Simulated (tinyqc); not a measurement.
Inside a calculation. Method: empirical pseudopotential in a few plane waves. One step of it, computed by the program tinyqc.

Task: Levels at G. Diagonalise the Hermitian matrix.

H(k) at G (eV), order +0+0+0, -1-1-1, -1-1+1, -1+1-1, -1+1+1, +1-1-1, +1-1+1, +1+1-1, +1+1+1, -2+0+0, +0-2+0, +0+0-2, +0+0+2, +0+2+0, +2+0+0:
```
[[0.000000, 2.049204+0.519517i, -2.049204+0.519517i, -2.049204+0.519517i, -2.049204-0.519517i, -2.049204+0.519517i, -2.049204-0.519517i, -2.049204-0.519517i, 2.049204-0.519517i, 0.000000+1.129273i, 0.000000+1.129273i, 0.000000+1.129273i, 0.000000-1.129273i, 0.000000-1.129273i, 0.000000-1.129273i],
 [2.049204-0.519517i, 14.971290, 0.000000-1.129273i, 0.000000-1.129273i, -0.258508, 0.000000-1.129273i, -0.258508, -0.258508, 0.000000, -2.049204-0.519517i, -2.049204-0.519517i, -2.049204-0.519517i, -0.596482+0.298241i, -0.596482+0.298241i, -0.596482+0.298241i],
 [-2.049204-0.519517i, 0.000000+1.129273i, 14.971290, 0.258508, 0.000000-1.129273i, 0.258508, 0.000000-1.129273i, 0.000000, -0.258508, -2.049204+0.519517i, -2.049204+0.519517i, 0.596482+0.298241i, 2.049204-0.519517i, -0.596482-0.298241i, -0.596482-0.298241i],
 [-2.049204-0.519517i, 0.000000+1.129273i, 0.258508, 14.971290, 0.000000-1.129273i, 0.258508, 0.000000, 0.000000-1.129273i, -0.258508, -2.049204+0.519517i, 0.596482+0.298241i, -2.049204+0.519517i, -0.596482-0.298241i, 2.049204-0.519517i, -0.596482-0.298241i],
 [-2.049204+0.519517i, -0.258508, 0.000000+1.129273i, 0.000000+1.129273i, 14.971290, 0.000000, 0.258508, 0.258508, 0.000000-1.129273i, 2.049204+0.519517i, -0.596482+0.298241i, -0.596482+0.298241i, -2.049204-0.519517i, -2.049204-0.519517i, 0.596482-0.298241i],
 [-2.049204-0.519517i, 0.000000+1.129273i, 0.258508, 0.258508, 0.000000, 14.971290, 0.000000-1.129273i, 0.000000-1.129273i, -0.258508, 0.596482+0.298241i, -2.049204+0.519517i, -2.049204+0.519517i, -0.596482-0.298241i, -0.596482-0.298241i, 2.049204-0.519517i],
 [-2.049204+0.519517i, -0.258508, 0.000000+1.129273i, 0.000000, 0.258508, 0.000000+1.129273i, 14.971290, 0.258508, 0.000000-1.129273i, -0.596482+0.298241i, 2.049204+0.519517i, -0.596482+0.298241i, -2.049204-0.519517i, 0.596482-0.298241i, -2.049204-0.519517i],
 [-2.049204+0.519517i, -0.258508, 0.000000, 0.000000+1.129273i, 0.258508, 0.000000+1.129273i, 0.258508, 14.971290, 0.000000-1.129273i, -0.596482+0.298241i, -0.596482+0.298241i, 2.049204+0.519517i, 0.596482-0.298241i, -2.049204-0.519517i, -2.049204-0.519517i],
 [2.049204+0.519517i, 0.000000, -0.258508, -0.258508, 0.000000+1.129273i, -0.258508, 0.000000+1.129273i, 0.000000+1.129273i, 14.971290, -0.596482-0.298241i, -0.596482-0.298241i, -0.596482-0.298241i, -2.049204+0.519517i, -2.049204+0.519517i, -2.049204+0.519517i],
 [0.000000-1.129273i, -2.049204+0.519517i, -2.049204-0.519517i, -2.049204-0.519517i, 2.049204-0.519517i, 0.596482-0.298241i, -0.596482-0.298241i, -0.596482-0.298241i, -0.596482+0.298241i, 19.961720, 0.258508, 0.258508, -0.258508, -0.258508, 0.000000],
 [0.000000-1.129273i, -2.049204+0.519517i, -2.049204-0.519517i, 0.596482-0.298241i, -0.596482-0.298241i, -2.049204-0.519517i, 2.049204-0.519517i, -0.596482-0.298241i, -0.596482+0.298241i, 0.258508, 19.961720, 0.258508, -0.258508, 0.000000, -0.258508],
 [0.000000-1.129273i, -2.049204+0.519517i, 0.596482-0.298241i, -2.049204-0.519517i, -0.596482-0.298241i, -2.049204-0.519517i, -0.596482-0.298241i, 2.049204-0.519517i, -0.596482+0.298241i, 0.258508, 0.258508, 19.961720, 0.000000, -0.258508, -0.258508],
 [0.000000+1.129273i, -0.596482-0.298241i, 2.049204+0.519517i, -0.596482+0.298241i, -2.049204+0.519517i, -0.596482+0.298241i, -2.049204+0.519517i, 0.596482+0.298241i, -2.049204-0.519517i, -0.258508, -0.258508, 0.000000, 19.961720, 0.258508, 0.258508],
 [0.000000+1.129273i, -0.596482-0.298241i, -0.596482+0.298241i, 2.049204+0.519517i, -2.049204+0.519517i, -0.596482+0.298241i, 0.596482+0.298241i, -2.049204+0.519517i, -2.049204-0.519517i, -0.258508, 0.000000, -0.258508, 0.258508, 19.961720, 0.258508],
 [0.000000+1.129273i, -0.596482-0.298241i, -0.596482+0.298241i, -0.596482+0.298241i, 0.596482+0.298241i, 2.049204+0.519517i, -2.049204+0.519517i, -2.049204+0.519517i, -2.049204-0.519517i, 0.000000, -0.258508, -0.258508, 0.258508, 0.258508, 19.961720]]
```

Give: eigenvalues.

Result:

eigenvalues (eV): [-3.0254, 11.0426, 11.0426, 11.0426, 11.8934, 15.0952, 15.0952, 15.0952, 19.4447, 19.4447, 19.4453, 23.2494, 23.2494, 23.2494, 24.1761]
